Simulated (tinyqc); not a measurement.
Capacitance of parallel on-chip lines from Laplace's equation on a mesh: one step of the calculation.

Cross-section of an endless row of equal lines between two grounded planes; neighbours are driven in antiphase (+1 V and -1 V), so the plane midway between two lines is at 0 V. By symmetry one quarter is solved: x runs from the centre of a line (column 0, mirror) to that midplane (column 4, 0 V), y from the mid-height of the line (row 0, mirror) to the ground plane (row 3, 0 V). The line fills columns 0 to 2 and rows 0 to 1 at 1 V. Cells beside the line (below row 1) have e2, cells above have e1. Each link between nodes has the conductance g = mean permittivity of the two cells beside it (a cell beyond a mirror counts as 0), and the free nodes obey sum g (V_neighbour - V) = 0.

Task. Relaxation sweep. One sweep visits the free nodes row by row from row 0, left to right, and replaces V by V + om (weighted mean of the neighbours - V), using new values at once.

Inputs (values chosen for the exercise):
- om = 1 (over-relaxation factor)

V after sweep 1 (V):

|  | col 0 | col 1 | col 2 | col 3 | col 4 |
|---|---|---|---|---|---|
| row 0 | 1.0000000 | 1.0000000 | 1.0000000 | 0.2500000 | 0.0000000 |
| row 1 | 1.0000000 | 1.0000000 | 1.0000000 | 0.3068182 | 0.0000000 |
| row 2 | 0.2500000 | 0.3125000 | 0.3281250 | 0.1587358 | 0.0000000 |
| row 3 | 0.0000000 | 0.0000000 | 0.0000000 | 0.0000000 | 0.0000000 |

gx:

|  | col 0 | col 1 | col 2 | col 3 |
|---|---|---|---|---|
| row 0 | 1 | 1 | 1 | 1 |
| row 1 | 2.2 | 2.2 | 2.2 | 2.2 |
| row 2 | 2.4 | 2.4 | 2.4 | 2.4 |
| row 3 | 1.2 | 1.2 | 1.2 | 1.2 |

gy:

|  | col 0 | col 1 | col 2 | col 3 | col 4 |
|---|---|---|---|---|---|
| row 0 | 1 | 2 | 2 | 2 | 1 |
| row 1 | 1.2 | 2.4 | 2.4 | 2.4 | 1.2 |
| row 2 | 1.2 | 2.4 | 2.4 | 2.4 | 1.2 |

Give: V after sweep 2.

Result.

V after sweep 2 (V):

|  | col 0 | col 1 | col 2 | col 3 | col 4 |
|---|---|---|---|---|---|
| row 0 | 1.0000 | 1.0000 | 1.0000 | 0.4034 | 0.0000 |
| row 1 | 1.0000 | 1.0000 | 1.0000 | 0.3850 | 0.0000 |
| row 2 | 0.4062 | 0.4336 | 0.3981 | 0.1958 | 0.0000 |
| row 3 | 0.0000 | 0.0000 | 0.0000 | 0.0000 | 0.0000 |

Numbers from tinyqc (`OMP_NUM_THREADS=1 python tinyqc.py 2790218 2790219 out.jsonl`; about 1 s on one thread of a shared Intel Xeon 2.30GHz).
